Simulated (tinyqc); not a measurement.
Inside a calculation: standing waves and exposure in a photoresist film. Values are carried at full precision from step to step, so a last printed digit may differ when a step is redone from the rounded ones.

Normal incidence from air. Unexposed resist: N1 = n1 + i k1 with k1 = (A + B) lam/(4 pi), lam in micrometres. r01 = (1 - N1)/(1 + N1), t01 = 2/(1 + N1). Substrate Ns = ns + i ks: r12 = (N1 - Ns)/(N1 + Ns). With p = exp(2 pi i N1 d/lam), the field at depth z is E(z) = t01 [exp(2 pi i N1 z/lam) + r12 p^2 exp(-2 pi i N1 z/lam)]/(1 + r01 r12 p^2), the relative intensity I(z) = n1 |E(z)|^2 and the reflectance R = |(r01 + r12 p^2)/(1 + r01 r12 p^2)|^2.

Inputs chosen for the exercise (a resist on Al, indices near tabulated ones; shifted at random, so the results belong to these values and not to a real crystal): lam = 365 nm (vacuum wavelength); n1 = 1.693 (resist index); A = 0.36 1/micrometre (bleachable absorption (Dill A)); B = 0.09 1/micrometre (fixed absorption (Dill B)); d = 853 nm (resist thickness); ns = 0.404 (substrate n); ks = 4.356 (substrate k); C = 0.025 cm^2/mJ (exposure rate (Dill C)); D = 15 mJ/cm^2 (incident dose); Ld = 10 nm (diffusion length of the post-exposure bake).

## Interface coefficients

Form N1, r01, t01 and r12.

N1 = 1.69300+0.01307i
r01 = -0.2574-0.0036i
t01 = 0.7426-0.0036i
r12 = -0.6928-0.6276i
|r12|^2 = 0.8738

Next to the bottom the intensity swings by a factor ((1 + |r12|)/(1 - |r12|))^2 = 880 between antinode and node.

## Round trip and reflectance

Form p^2, the denominator and R; the period of the standing wave is lam/(2 n1).

p^2 = 0.5820-0.3540i
1 + r01 r12 p^2 = 1.1605+0.0331i
R = 0.5895
period = 107.80 nm

The film holds 7.91 periods.

## Intensity and exposure over the lowest period

Nine depths from d - period to d. Without bleaching during the exposure the share of unexposed compound is m = exp(-C D I).

Profile:
```
z (nm)      I      m
745.2   0.234  0.916
758.7   0.006  0.998
772.2   0.295  0.895
785.6   0.930  0.706
799.1   1.540  0.561
812.6   1.767  0.516
826.1   1.477  0.575
839.5   0.841  0.729
853.0   0.230  0.917
```

I runs from 0.006 to 1.767 on these points, so m runs from 0.516 to 0.998; the least exposed point listed lies 94.3 nm above the bottom.

## Smoothing by the bake

Gaussian diffusion of length Ld multiplies a cosine of period L by exp(-2 pi^2 Ld^2/L^2). Give that factor, and the Ld that leaves 10 %.

factor = 0.844
Ld for 10 % = 36.82 nm

## Checks

- R against the transfer-matrix product: both 0.58945.
- Absorption (A + B) d times the mean of I against 1 - R - T: both 0.356.

(tinyqc, `OMP_NUM_THREADS=1 python tinyqc.py 1651044 1651045 out.jsonl`, Intel(R) Xeon(R) Processor @ 2.30GHz, 1 thread, shared host, about 0.01 s.)
